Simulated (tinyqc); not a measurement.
CIS on RHF in the sto-3g basis, for H6, spin multiplicity 1, step by step (part 1 of 2). Computed by tinyqc, a small Python program that keeps every step (integrals from PySCF). Settings: charge = 0, multiplicity = 1, basis = sto-3g, method = RHF, energy threshold = 1e-10, iteration cap = 66, orthogonalisation = symmetric, start = Wolfsberg-Helmholz matrix, DIIS depth = 6. Command: `OMP_NUM_THREADS=1 python tinyqc.py 20670 20671 out.jsonl` (the two numbers bound the seeds that draw the settings). One thread of a shared host (Intel(R) Xeon(R) Processor @ 2.60GHz), about 0.07 s of CPU time with the checks. The early iterations of the SCF are left out here.

## One-electron integrals

Geometry (angstrom):
```
atom         x         y         z
H     0.000000  0.000000  0.000000
H     0.000000  0.000000  0.975000
H     0.000000  0.000000  2.128000
H     0.000000  0.000000  3.102000
H     0.000000  0.000000  4.256000
H     0.000000  0.000000  5.230000
```

Basis sto-3g: exponents (1/bohr^2) and contraction coefficients of normalised primitives:
```
element  l (shell)  exponent  coefficient
H            s (1)  3.425251     0.154329
H            s (1)  0.623914     0.535328
H            s (1)  0.168855     0.444635
```

Overlap, kinetic and nuclear-attraction integrals over the contracted functions; the nuclear repulsion is the sum of Za Zb / Rab.

nuclear repulsion = 4.39403259 hartree

overlap S:
```
          1H 1s     2H 1s     3H 1s     4H 1s     5H 1s     6H 1s
1H 1s  1.000000  0.511332  0.096271  0.014689  0.000906  0.000053
2H 1s  0.511332  1.000000  0.411170  0.096434  0.009911  0.000909
3H 1s  0.096271  0.411170  1.000000  0.511931  0.096271  0.014689
4H 1s  0.014689  0.096434  0.511931  1.000000  0.410646  0.096271
5H 1s  0.000906  0.009911  0.096271  0.410646  1.000000  0.511931
6H 1s  0.000053  0.000909  0.014689  0.096271  0.511931  1.000000
```

kinetic energy T (hartree):
```
           1H 1s      2H 1s      3H 1s      4H 1s      5H 1s      6H 1s
1H 1s   0.760032   0.120849  -0.011171  -0.005790  -0.000688  -0.000062
2H 1s   0.120849   0.760032   0.063934  -0.011166  -0.004443  -0.000690
3H 1s  -0.011171   0.063934   0.760032   0.121241  -0.011171  -0.005790
4H 1s  -0.005790  -0.011166   0.121241   0.760032   0.063682  -0.011171
5H 1s  -0.000688  -0.004443  -0.011171   0.063682   0.760032   0.121241
6H 1s  -0.000062  -0.000690  -0.005790  -0.011171   0.121241   0.760032
```

nuclear attraction V (hartree):
```
           1H 1s      2H 1s      3H 1s      4H 1s      5H 1s      6H 1s
1H 1s  -2.395696  -1.228367  -0.223307  -0.033525  -0.002036  -0.000118
2H 1s  -1.228367  -2.736595  -1.040833  -0.235309  -0.022984  -0.002042
3H 1s  -0.223307  -1.040833  -2.870512  -1.372636  -0.234875  -0.033524
4H 1s  -0.033525  -0.235309  -1.372636  -2.870268  -1.039258  -0.223310
5H 1s  -0.002036  -0.022984  -0.234875  -1.039258  -2.736555  -1.230121
6H 1s  -0.000118  -0.002042  -0.033524  -0.223310  -1.230121  -2.396191
```

core Hamiltonian H = T + V (hartree):
```
           1H 1s      2H 1s      3H 1s      4H 1s      5H 1s      6H 1s
1H 1s  -1.635664  -1.107518  -0.234478  -0.039315  -0.002724  -0.000180
2H 1s  -1.107518  -1.976564  -0.976899  -0.246476  -0.027427  -0.002731
3H 1s  -0.234478  -0.976899  -2.110480  -1.251395  -0.246046  -0.039314
4H 1s  -0.039315  -0.246476  -1.251395  -2.110237  -0.975576  -0.234481
5H 1s  -0.002724  -0.027427  -0.246046  -0.975576  -1.976523  -1.108879
6H 1s  -0.000180  -0.002731  -0.039314  -0.234481  -1.108879  -1.636159
```

## Two-electron integrals

Functions are numbered as in S; the eight-fold symmetry (ij|kl) = (ji|kl) = (kl|ij) leaves the list below.

Two-electron integrals (ij|kl) in chemists' order, unique and non-zero (hartree):
```
(11|11) 0.774606   (21|11) 0.321015   (21|21) 0.168509   (22|11) 0.486261
(22|21) 0.321015   (22|22) 0.774606   (31|11) 0.043623   (31|21) 0.025533
(31|22) 0.056051   (31|31) 0.004685   (32|11) 0.139919   (32|21) 0.094634
(32|22) 0.244386   (32|31) 0.020661   (32|32) 0.104190   (33|11) 0.248155
(33|21) 0.164657   (33|22) 0.431109   (33|31) 0.043623   (33|32) 0.244386
(33|33) 0.774606   (41|11) 0.005114   (41|21) 0.003190   (41|22) 0.007484
(41|31) 0.000653   (41|32) 0.003111   (41|33) 0.007483   (41|41) 0.000099
(42|11) 0.025991   (42|21) 0.017174   (42|22) 0.043709   (42|31) 0.003989
(42|32) 0.020700   (42|33) 0.056152   (42|41) 0.000655   (42|42) 0.004702
(43|11) 0.104259   (43|21) 0.066161   (43|22) 0.164893   (43|31) 0.017166
(43|32) 0.094773   (43|33) 0.321490   (43|41) 0.003193   (43|42) 0.025610
(43|43) 0.168946   (44|11) 0.170586   (44|21) 0.104159   (44|22) 0.248270
(44|31) 0.025954   (44|32) 0.140000   (44|33) 0.486592   (44|41) 0.005114
(44|42) 0.043709   (44|43) 0.321490   (44|44) 0.774606   (51|11) 0.000230
(51|21) 0.000148   (51|22) 0.000366   (51|31) 0.000035   (51|32) 0.000178
(51|33) 0.000493   (51|41) 0.000006   (51|42) 0.000041   (51|43) 0.000229
(51|44) 0.000395   (51|51) 3.72e-07   (52|11) 0.002072   (52|21) 0.001320
(52|22) 0.003280   (52|31) 0.000322   (52|32) 0.001706   (52|33) 0.005113
(52|41) 0.000057   (52|42) 0.000433   (52|43) 0.002636   (52|44) 0.005114
(52|51) 3.92e-06   (52|52) 0.000045   (53|11) 0.016264   (53|21) 0.009953
(53|22) 0.023799   (53|31) 0.002463   (53|32) 0.013164   (53|33) 0.043623
(53|41) 0.000462   (53|42) 0.003756   (53|43) 0.025562   (53|44) 0.056049
(53|51) 0.000035   (53|52) 0.000432   (53|53) 0.004685   (54|11) 0.059353
(54|21) 0.035206   (54|22) 0.081061   (54|31) 0.008307   (54|32) 0.042984
(54|33) 0.139785   (54|41) 0.001579   (54|42) 0.013169   (54|43) 0.094624
(54|44) 0.244000   (54|51) 0.000124   (54|52) 0.001704   (54|53) 0.020635
(54|54) 0.103899   (55|11) 0.124337   (55|21) 0.072039   (55|22) 0.161283
(55|31) 0.016264   (55|32) 0.081148   (55|33) 0.248155   (55|41) 0.002967
(55|42) 0.023833   (55|43) 0.164800   (55|44) 0.430822   (55|51) 0.000230
(55|52) 0.003280   (55|53) 0.043623   (55|54) 0.244000   (55|55) 0.774606
(61|11) 0.000011   (61|21) 0.000007   (61|22) 0.000017   (61|31) 1.66e-06
(61|32) 0.000009   (61|33) 0.000027   (61|41) 2.97e-07   (61|42) 2.29e-06
(61|43) 0.000014   (61|44) 0.000027   (61|51) 2.08e-08   (61|52) 2.38e-07
(61|53) 2.29e-06   (61|54) 0.000009   (61|55) 0.000016   (62|11) 0.000157
(62|21) 0.000096   (62|22) 0.000230   (62|31) 0.000023   (62|32) 0.000124
(62|33) 0.000396   (62|41) 4.34e-06   (62|42) 0.000035   (62|43) 0.000229
(62|44) 0.000495   (62|51) 3.20e-07   (62|52) 3.93e-06   (62|53) 0.000042
(62|54) 0.000178   (62|55) 0.000366   (62|61) 2.09e-08   (62|62) 3.74e-07
(63|11) 0.002149   (63|21) 0.001281   (63|22) 0.002968   (63|31) 0.000304
(63|32) 0.001581   (63|33) 0.005114   (63|41) 0.000057   (63|42) 0.000463
(63|43) 0.003193   (63|44) 0.007483   (63|51) 4.33e-06   (63|52) 0.000057
(63|53) 0.000653   (63|54) 0.003107   (63|55) 0.007483   (63|61) 2.97e-07
(63|62) 0.000006   (63|63) 0.000099   (64|11) 0.012364   (64|21) 0.007209
(64|22) 0.016270   (64|31) 0.001649   (64|32) 0.008319   (64|33) 0.025954
(64|41) 0.000304   (64|42) 0.002468   (64|43) 0.017166   (64|44) 0.043623
(64|51) 0.000023   (64|52) 0.000322   (64|53) 0.003983   (64|54) 0.020635
(64|55) 0.056049   (64|61) 1.66e-06   (64|62) 0.000035   (64|63) 0.000653
(64|64) 0.004685   (65|11) 0.057235   (65|21) 0.032720   (65|22) 0.072132
(65|31) 0.007217   (65|32) 0.035291   (65|33) 0.104259   (65|41) 0.001282
(65|42) 0.009982   (65|43) 0.066222   (65|44) 0.164800   (65|51) 0.000096
(65|52) 0.001322   (65|53) 0.017166   (65|54) 0.094624   (65|55) 0.321490
(65|61) 0.000007   (65|62) 0.000148   (65|63) 0.003193   (65|64) 0.025562
(65|65) 0.168946   (66|11) 0.101181   (66|21) 0.057174   (66|22) 0.124366
(66|31) 0.012364   (66|32) 0.059436   (66|33) 0.170586   (66|41) 0.002149
(66|42) 0.016294   (66|43) 0.104259   (66|44) 0.248155   (66|51) 0.000157
(66|52) 0.002073   (66|53) 0.025954   (66|54) 0.139785   (66|55) 0.486592
(66|61) 0.000011   (66|62) 0.000230   (66|63) 0.005114   (66|64) 0.043623
(66|65) 0.321490   (66|66) 0.774606
```

## Orthogonalisation

S = U s U^T; symmetric (Loewdin) form X = U s^(-1/2) U^T, so that X^T S X = 1.

eigenvalues of S: 0.285419  0.409180  0.613715  1.132871  1.578972  1.979843

X:
```
           1H 1s      2H 1s      3H 1s      4H 1s      5H 1s      6H 1s
1H 1s   1.128221  -0.331594   0.053566  -0.010701   0.001629  -0.000349
2H 1s  -0.331594   1.221501  -0.285871   0.057157  -0.007969   0.001633
3H 1s   0.053566  -0.285871   1.228973  -0.356970   0.057116  -0.010714
4H 1s  -0.010701   0.057157  -0.356970   1.228717  -0.285495   0.053571
5H 1s   0.001629  -0.007969   0.057116  -0.285495   1.221635  -0.332095
6H 1s  -0.000349   0.001633  -0.010714   0.053571  -0.332095   1.128583
```

## Iteration 7 (converged): orbitals

converged F (hartree):
```
           1H 1s      2H 1s      3H 1s      4H 1s      5H 1s      6H 1s
1H 1s  -0.257445  -0.488733  -0.127358  -0.005189   0.001617  -0.005716
2H 1s  -0.488733  -0.326833  -0.334348  -0.126483  -0.015507   0.001611
3H 1s  -0.127358  -0.334348  -0.331710  -0.493365  -0.126262  -0.005231
4H 1s  -0.005189  -0.126483  -0.493365  -0.331505  -0.333896  -0.127329
5H 1s   0.001617  -0.015507  -0.126262  -0.333896  -0.326986  -0.489180
6H 1s  -0.005716   0.001611  -0.005231  -0.127329  -0.489180  -0.257827
```

Diagonalise F' = X^T F X, C = X C', fill 3 alpha and 3 beta electrons from the bottom; D = 2 C_occ C_occ^T. Each column has its largest component positive (the first on a tie).

F' = X^T F X (hartree):
```
           1          2          3          4          5          6
1  -0.002649  -0.502893   0.063944   0.005707   0.003581  -0.008126
2  -0.502893   0.059801  -0.339853   0.068744  -0.009906   0.003587
3   0.063944  -0.339853   0.064791  -0.527041   0.068715   0.005630
4   0.005707   0.068744  -0.527041   0.064642  -0.339375   0.063946
5   0.003581  -0.009906   0.068715  -0.339375   0.059845  -0.503412
6  -0.008126   0.003587   0.005630   0.063946  -0.503412  -0.002466
```

orbital energies (hartree): MO1 -0.633602, MO2 -0.525652, MO3 -0.368204, MO4 0.263690, MO5 0.578715, MO6 0.929017

coefficients C:
```
            MO1        MO2        MO3        MO4        MO5        MO6
1H 1s  0.184891  -0.366761  -0.424266   0.597269  -0.690530   0.451178
2H 1s  0.277168  -0.412474  -0.281964  -0.360688   0.812602  -0.755113
3H 1s  0.376568  -0.111911   0.431770  -0.573774  -0.281405   0.988237
4H 1s  0.376407   0.110903   0.432243   0.574505  -0.279827  -0.987804
5H 1s  0.277167   0.413047  -0.280959   0.359593   0.813443   0.755082
6H 1s  0.185111   0.367655  -0.423182  -0.596097  -0.692109  -0.451783
```

D after iteration 7:
```
           1H 1s      2H 1s      3H 1s      4H 1s      5H 1s      6H 1s
1H 1s   0.697399   0.644306  -0.145033  -0.308933   0.037915   0.157852
2H 1s   0.644306   0.652921   0.057580  -0.126587  -0.028658   0.037962
3H 1s  -0.145033   0.057580   0.681505   0.631922  -0.126324  -0.308311
4H 1s  -0.308933  -0.126587   0.631922   0.681631   0.057387  -0.144933
5H 1s   0.037915  -0.028658  -0.126324   0.057387   0.652735   0.644124
6H 1s   0.157852   0.037962  -0.308311  -0.144933   0.644124   0.697039
```

## Convergence

Stop when the energy changes by less than 1e-10 hartree and every element of the error matrix X^T (F D S - S D F) X is below 3e-06.

Course of the cycle:
```
iteration  E (hartree)     change  largest element of the error matrix
1          -3.14257576          -                             1.14e-01
2          -3.17663738  -3.41e-02                             2.30e-02
3          -3.17831325  -1.68e-03                             7.02e-03
4          -3.17847381  -1.61e-04                             1.42e-04
5          -3.17847386  -4.84e-08                             8.58e-06
6          -3.17847386  -2.80e-10                             8.01e-07
7          -3.17847386  -2.21e-12                             7.85e-09
```

PySCF RHF in the same basis = -3.17847386 hartree

Converged in 7 iterations.

## Integrals over molecular orbitals

(pq|rs) = sum C_ip C_jq C_kr C_ls (ij|kl), one index at a time.

one-electron integrals over orbitals h = C^T H C (hartree):
```
           1          2          3          4          5          6
1  -2.187305   0.000209  -0.137820   0.000125  -0.070076  -0.000092
2   0.000209  -1.963030   0.000143  -0.181332  -0.000299  -0.050721
3  -0.137820   0.000143  -1.894714  -0.000464   0.153370  -0.000076
4   0.000125  -0.181332  -0.000464  -1.622735  -0.000096   0.146381
5  -0.070076  -0.000299   0.153370  -0.000096  -1.341766   0.000191
6  -0.000092  -0.050721  -0.000076   0.146381   0.000191  -1.228872
```

Two-electron integrals over orbitals (pq|rs), unique and non-zero (hartree):
```
(11|11) 0.410650    (21|11) -0.000123   (21|21) 0.128147    (22|11) 0.326223
(22|21) 0.000327    (22|22) 0.373459    (31|11) 0.079443    (31|21) -0.000055
(31|22) -0.043670   (31|31) 0.115912    (32|11) -0.000090   (32|21) -0.112766
(32|22) -0.000295   (32|31) -0.000185   (32|32) 0.134032    (33|11) 0.367333
(33|21) -0.000300   (33|22) 0.336825    (33|31) 0.032952    (33|32) 0.000279
(33|33) 0.368137    (41|11) -0.000041   (41|21) 0.043270    (41|22) -0.000080
(41|31) 0.000095    (41|32) 0.009792    (41|33) 0.000060    (41|41) 0.081679
(42|11) 0.066459    (42|21) -0.000200   (42|22) 0.002178    (42|31) 0.055258
(42|32) 0.000041    (42|33) 0.009476    (42|41) -0.000104   (42|42) 0.078667
(43|11) 0.000199    (43|21) 0.071297    (43|22) 0.000159    (43|31) 0.000243
(43|32) -0.070553   (43|33) -0.000116   (43|41) 0.013373    (43|42) 0.000139
(43|43) 0.089227    (44|11) 0.369520    (44|21) -0.000260   (44|22) 0.338354
(44|31) 0.031482    (44|32) 0.000224    (44|33) 0.360125    (44|41) 0.000025
(44|42) 0.019127    (44|43) -0.000080   (44|44) 0.374039    (51|11) 0.007263
(51|21) 0.000052    (51|22) 0.031638    (51|31) -0.027813   (51|32) 0.000077
(51|33) -0.013559   (51|41) 0.000033    (51|42) 0.034925    (51|43) 0.000062
(51|44) -0.004530   (51|51) 0.051430    (52|11) 0.000115    (52|21) 0.031887
(52|22) -0.000011   (52|31) 0.000157    (52|32) 0.002767    (52|33) 0.000058
(52|41) 0.054971    (52|42) 0.000106    (52|43) -0.038308   (52|44) 0.000052
(52|51) 0.000117    (52|52) 0.088566    (53|11) -0.072164   (53|21) 0.000191
(53|22) -0.006243   (53|31) -0.058542   (53|32) -0.000016   (53|33) -0.021603
(53|41) 0.000101    (53|42) -0.074268   (53|43) -0.000168   (53|44) -0.017613
(53|51) -0.029138   (53|52) -0.000084   (53|53) 0.079601    (54|11) 0.000054
(54|21) 0.114346    (54|22) 0.000277    (54|31) 0.000157    (54|32) -0.128150
(54|33) -0.000298   (54|41) -0.000908   (54|42) -0.000048   (54|43) 0.072013
(54|44) -0.000252   (54|51) -0.000052   (54|52) -0.000149   (54|53) 0.000036
(54|54) 0.137279    (55|11) 0.341711    (55|21) 0.000265    (55|22) 0.378944
(55|31) -0.033882   (55|32) -0.000232   (55|33) 0.349385    (55|41) -0.000060
(55|42) 0.007242    (55|43) 0.000146    (55|44) 0.357275    (55|51) 0.031154
(55|52) -5.81e-07   (55|53) -0.009955   (55|54) 0.000239    (55|55) 0.402866
(61|11) 0.000049    (61|21) -0.001557   (61|22) 0.000049    (61|31) 0.000026
(61|32) -0.019315   (61|33) -0.000040   (61|41) -0.029793   (61|42) 0.000054
(61|43) -0.047495   (61|44) -0.000028   (61|51) -0.000035   (61|52) 0.032988
(61|53) -0.000036   (61|54) 0.016716    (61|55) 0.000036    (61|61) 0.068665
(62|11) 0.010896    (62|21) 0.000070    (62|22) 0.034474    (62|31) -0.025743
(62|32) 0.000059    (62|33) -0.004702   (62|41) 0.000056    (62|42) 0.031160
(62|43) 0.000072    (62|44) -0.006699   (62|51) 0.047209    (62|52) 0.000131
(62|53) -0.033108   (62|54) -0.000053   (62|55) 0.033992    (62|61) -0.000042
(62|62) 0.049333    (63|11) 0.000038    (63|21) -0.045321   (63|22) 0.000062
(63|31) -0.000095   (63|32) -0.002302   (63|33) -0.000039   (63|41) -0.077332
(63|42) 0.000106    (63|43) -0.015319   (63|44) -0.000042   (63|51) -0.000027
(63|52) -0.054942   (63|53) -0.000116   (63|54) 0.002923    (63|55) 0.000065
(63|61) 0.028944    (63|62) -0.000047   (63|63) 0.082278    (64|11) -0.081855
(64|21) 0.000070    (64|22) 0.036613    (64|31) -0.111540   (64|32) 0.000164
(64|33) -0.034923   (64|41) -0.000083   (64|42) -0.057379   (64|43) -0.000239
(64|44) -0.035707   (64|51) 0.024981    (64|52) -0.000154   (64|53) 0.059829
(64|54) -0.000150   (64|55) 0.036920    (64|61) -0.000026   (64|62) 0.025129
(64|63) 0.000092    (64|64) 0.120486    (65|11) -0.000110   (65|21) 0.131283
(65|22) 0.000316    (65|31) -0.000021   (65|32) -0.117470   (65|33) -0.000312
(65|41) 0.044402    (65|42) -0.000193   (65|43) 0.075771    (65|44) -0.000272
(65|51) 0.000044    (65|52) 0.033230    (65|53) 0.000187    (65|54) 0.123245
(65|55) 0.000275    (65|61) -0.002376   (65|62) 0.000065    (65|63) -0.050002
(65|64) 0.000043    (65|65) 0.147573    (66|11) 0.437161    (66|21) -0.000136
(66|22) 0.348020    (66|31) 0.085428    (66|32) -0.000090   (66|33) 0.393901
(66|41) -0.000041   (66|42) 0.073091    (66|43) 0.000219    (66|44) 0.401463
(66|51) 0.008448    (66|52) 0.000129    (66|53) -0.080919   (66|54) 0.000057
(66|55) 0.373674    (66|61) 0.000051    (66|62) 0.012874    (66|63) 0.000041
(66|64) -0.093998   (66|65) -0.000132   (66|66) 0.490027
```

## CIS matrix, singlets

A(ia,jb) = (e_a - e_i) d_ij d_ab + 2 (ia|jb) - (ij|ab).

CIS matrix A, singlet (hartree):
```
           1>4        1>5        1>6        2>4        2>5        2>6        3>4        3>5
1>4   0.691129   0.000011   0.022270   0.000052  -0.004403   0.000041  -0.004736   0.000045
1>5   0.000011   0.973466   0.000040  -0.044497  -0.000031  -0.036864  -0.000033  -0.024394
1>6   0.022270   0.000040   1.262788   0.000037  -0.065306   0.000051   0.016551  -0.000051
2>4   0.000052  -0.044497   0.000037   0.608323  -0.000064   0.025708   0.000054  -0.020387
2>5  -0.004403  -0.000031  -0.065306  -0.000064   0.902555  -0.000054   0.051535   0.000065
2>6   0.000041  -0.036864   0.000051   0.025708  -0.000054   1.205315  -0.000020   0.051253
3>4  -0.004736  -0.000033   0.016551   0.000054   0.051535  -0.000020   0.450224  -0.000039
3>5   0.000045  -0.024394  -0.000051  -0.020387   0.000065   0.051253  -0.000039   0.756737
3>6  -0.043124  -0.000033  -0.027541   0.000047   0.007587  -0.000005   0.004285   0.000080

           3>6
1>4  -0.043124
1>5  -0.000033
1>6  -0.027541
2>4   0.000047
2>5   0.007587
2>6  -0.000005
3>4   0.004285
3>5   0.000080
3>6   1.067875
```

## CIS singlet states

dipole integrals <i|r|a> (bohr):
```
            x         y          z
1>4  0.000000  0.000000  -0.085372
1>5  0.000000  0.000000  -0.000544
1>6  0.000000  0.000000  -0.216918
2>4  0.000000  0.000000  -0.001290
2>5  0.000000  0.000000  -0.618741
2>6  0.000000  0.000000  -0.000478
3>4  0.000000  0.000000   2.163547
3>5  0.000000  0.000000   0.000754
3>6  0.000000  0.000000   0.092860
```

Diagonalise A (1 hartree = 27.211386 eV); each vector has its largest component positive (the first on a tie). The transition dipole is mu = sqrt2 sum c_ia <i|r|a>.

singlet excitation energies (eV): 12.071460  16.277980  18.658721  20.512493  24.420711  26.472946  29.069358  33.169415  34.817914

lowest vectors:
```
       state 1    state 2    state 3    state 4    state 5    state 6
1>4   0.018689  -0.000675   0.993239   0.000641  -0.001342  -0.000034
1>5   0.000035   0.121744   0.000048   0.057666   0.000409   0.976666
1>6  -0.029952  -0.000029  -0.031323   0.000037   0.168104  -0.000201
2>4  -0.000348   0.978438   0.000785  -0.171836  -0.000253  -0.103338
2>5  -0.115461   0.000107   0.011111  -0.000404   0.978386  -0.000386
2>6   0.000025  -0.047541  -0.000059  -0.096606   0.000161   0.179108
3>4   0.992669   0.000344  -0.017750  -0.000233   0.118789  -0.000116
3>5   0.000117   0.159927  -0.000507   0.978680   0.000372  -0.058012
3>6  -0.005441  -0.000186   0.109795  -0.000115  -0.019713   0.000407
```

oscillator strengths 2/3 w |mu|^2: 2.924366  0.000000  0.011692  0.000000  0.178789  0.000000
